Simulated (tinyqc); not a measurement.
Interstitial-substitutional diffusion of a fast metal impurity in a wafer (kick-out and dissociative mechanisms): one step, computed by the program tinyqc.

The metal moves as an interstitial A_i and dissolves on lattice sites either by kicking out a self-interstitial (A_i = A_s + I) or by filling a vacancy (A_i + V = A_s). With A_i at its solubility, local equilibrium and c = C_s/C_s*, self-interstitials and vacancies obey C_I/C_I* = 1/c and C_V/C_V* = c.

Task: Diffusivity against concentration. In defect-free silicon dc/dt = d/dx [(D_K/c^2 + D_F) dc/dx], c = 1 at both faces. D_K = D_I C_I*/C_s* and D_F = D_V C_V*/C_s*. The two terms are equal at c* = sqrt(D_K/D_F). Take c = 1, 0.5, 0.2, 0.1, 0.03 and 0.01.

Inputs (values chosen for the exercise, loosely like those of a heavy transition metal in silicon): temperature T = 925 C.

D_K = 7.498820e-11 cm^2/s

D_F = 4.294310e-11 cm^2/s

Give: c*; Effective diffusivity (cm^2/s).

Result:

c* = 1.321

Effective diffusivity (cm^2/s):
```
c     kick-out term      total
1.00      7.499e-11  1.179e-10
0.50      3.000e-10  3.429e-10
0.20      1.875e-09  1.918e-09
0.10      7.499e-09  7.542e-09
0.03      8.332e-08  8.336e-08
0.01      7.499e-07  7.499e-07
```
